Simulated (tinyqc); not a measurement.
Inverse iteration on a symmetric matrix, step by step. One step of it, computed by the program tinyqc.

Problem. Step 1. solve (A - shift) w = v; v' = w/|w| with its largest component positive (the first on a tie); lambda = v'^T A v'.

A, lower triangle:
```
           1          2         3         4
1   0.264000
2  -0.544000   0.840000
3   0.141000   0.052000  1.050000
4   0.329000  -0.246000  0.654000  1.126000
```

vector v at the start: 0.500000  0.500000  0.500000  0.500000

shift = 1.590000

Give: vector after step 1; Rayleigh quotient after step 1.

Solution.

vector after step 1: -0.2981  0.6672  -0.3406  -0.5917

Rayleigh quotient after step 1 = 1.7085
